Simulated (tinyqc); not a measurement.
# Long-channel MOSFET, surface-potential model: effect of the temperature

n-channel transistor on a uniformly doped p-type body, gradual-channel approximation, constant mobility, Boltzmann statistics, full ionisation. Potentials are counted from the neutral body; V is the electron quasi-Fermi potential, Vsb at the source and Vsb + Vds at the drain. Charges are magnitudes per area.

Nc and Nv are given at 293 K and scale as (T/293 K)^1.5; Eg, Vfb and mu are held fixed. ni = sqrt(Nc Nv) exp(-Eg/(2 Vt)), Eg in volts; phiF = Vt ln(Na/ni); Cox = eps0 eox/tox; gamma = sqrt(2 q eps0 eps_r Na)/Cox. The surface potential psi at channel potential V solves Vgs + Vsb - Vfb - psi = gamma sqrt(G), G = psi - Vt + Vt exp((psi - 2 phiF - V)/Vt). Charge sheet: Qi = Cox gamma [sqrt(G) - sqrt(psi - Vt)]; I = mu (W/L) [integral of Qi dpsi from psi_0 to psi_L (drift) + Vt (Qi0 - QiL) (diffusion)], with psi_0 at V = Vsb and psi_L at V = Vsb + Vds. VT = Vfb + 2 phiF + gamma sqrt(2 phiF + Vsb), m = 1 + gamma/(2 sqrt(2 phiF + Vsb)). The swing is 20 mV/log10[I(VT - 0.14 V)/I(VT - 0.16 V)] of the charge-sheet current at the given Vds.

Values chosen for this exercise; material values close to those of silicon:

| symbol | value | unit | meaning |
|---|---|---|---|
| Eg | 1.11 | eV | band gap |
| eps_r | 11.5 |  | relative permittivity of the semiconductor |
| Nc | 2.66e19 | cm^-3 | conduction-band density of states at the reference temperature |
| Nv | 2.53e19 | cm^-3 | valence-band density of states at the reference temperature |
| Na | 3.8e16 | cm^-3 | acceptor density of the body |
| eox | 8.92 |  | relative permittivity of the gate insulator |
| tox | 8.9 | nm | insulator thickness |
| Vfb | -0.51 | V | flat-band voltage |
| mu | 210 | cm^2/(V s) | channel mobility |
| W | 1 | um | gate width |
| L | 2 | um | gate length |
| Vsb | 1 | V | source-body reverse bias |
| Vgs | 0.41 | V | gate-source voltage |
| Vds | 0.5 | V | drain-source voltage |

Constants: q = 1.602176634e-19 C, kB = 1.380649e-23 J/K, Vt = kB T/q, eps0 = 8.8541878128e-14 F/cm where lengths are in cm. Results are converted to the units shown.

The same in every row: gamma (V^0.5) = 0.1255.

Effect of the temperature:
```
T (K)  VT (V)      m  swing (mV/decade)  I at Vgs, Vds (uA)
220    0.5408  1.046              46.00            2.282e-6
250    0.4992  1.046              52.35            4.122e-5
280    0.4566  1.047              58.72            4.257e-4
310    0.4131  1.047              65.13            0.002900
340    0.3688  1.048              71.57             0.01394
370    0.3238  1.049              78.04             0.04839
400    0.2780  1.049              84.55              0.1262
```

As T goes from 220 to 400 K, VT falls from 0.541 to 0.278 V, the swing rises from 46.0 to 84.5 mV a decade and the current rises from 2.28e-6 to 0.126 uA. The swing is 0.76 % above m Vt ln 10 in the first row and 1.5 % above it in the last. The gate voltage is below VT in 4 of the 7 rows. In every row the mobility is held fixed, though a real channel mobility changes with T and would alter the trend of the current.

Numbers from tinyqc (`OMP_NUM_THREADS=1 python tinyqc.py 2360055 2360056 out.jsonl`; about 0.03 s on one thread of a shared Intel Xeon 2.30GHz).
